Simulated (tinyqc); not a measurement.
Inside a calculation. Model: ferroelectric switching by domains, Kolmogorov-Avrami-Ishibashi kinetics with Merz's law.

Computed by the program tinyqc: `OMP_NUM_THREADS=1 python tinyqc.py 2860003 2860004 out.jsonl`, one thread of a shared Intel Xeon 2.30GHz, about 0.01 s for the whole run. Printed values are rounded.

A film poled to -Ps gets a pulse V of length t. Field E = V/d, characteristic time tau = t0 exp(Ea/E). The switched share is f = 1 - exp(-(t/tau)^m). P = Ps (2 f - 1).

Values chosen for this exercise: switchable polarisation Ps = 17 uC/cm^2; time prefactor t0 = 1.1 ns; activation field Ea = 4300 kV/cm; film thickness d = 8 nm; Avrami exponent m = 3; pulse voltage V = 0.64 V; pulse length tp = 300 ns.

## Field and characteristic time

E = V/d, tau = t0 exp(Ea/E).

E = 800 kV/cm
tau = 237.5339 ns

## State after the pulse, peak of the switching current

f = 1 - exp(-(tp/tau)^m); the current density 2 Ps df/dt peaks at t = tau ((m - 1)/m)^(1/m) (at t = 0 for m = 1); half of the film has switched at tau (ln 2)^(1/m).

f = 0.8666252
P after the pulse = 12.46526 uC/cm^2
time of the peak = 207.5049 ns
peak current density = 168.2484 A/cm^2
half-switching time = 210.2168 ns
